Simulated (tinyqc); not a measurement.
IGBT as a p-i-n diode in series with a MOS channel, on-state and switching loss: one step of the calculation.

High injection (n = p) in a drift layer from x = -W/2 (anode) to +W/2 (cathode side), recombination only in the layer with lifetime tau, ideal emitters. The channel feeds the cathode side and carries the whole current. Auger recombination, carrier-carrier scattering, emitter losses and the carrier dip under the p body are left out.

Problem. Carrier profile. n(x) = (tau J/(2 q La))[cosh(x/La)/sinh y - B sinh(x/La)/cosh y]. x/La = (2 x/W) y.

Values chosen for this exercise; material values close to those of silicon:
- Nd = 1.5e14 cm^-3 (doping of the drift layer)
- tau = 0.48 us (high-injection lifetime)
- J = 150 A/cm^2 (current density)

Constants: q = 1.602176634e-19 C. Results are converted to the units shown.

2 x/W, point 0 to 8: [-1, -0.75, -0.5, -0.25, 0, 0.25, 0.5, 0.75, 1]
B = 0.48917102
La = 27.153538 um
y = 1.1048284

Find: n.

Solution.

n, point 0 to 8 (cm^-3): [1.3562e17, 1.0636e17, 8.5260e16, 7.0707e16, 6.1582e16, 5.7186e16, 5.7181e16, 6.1565e16, 7.0677e16]

The density is 1.92 times higher at the anode than at the cathode side, since holes are the slower carriers; its smallest listed value is 381 times Nd.

Program tinyqc, `OMP_NUM_THREADS=1 python tinyqc.py 2590111 2590112 out.jsonl`; Intel Xeon 2.30GHz, shared host, one thread, about 0.01 s.
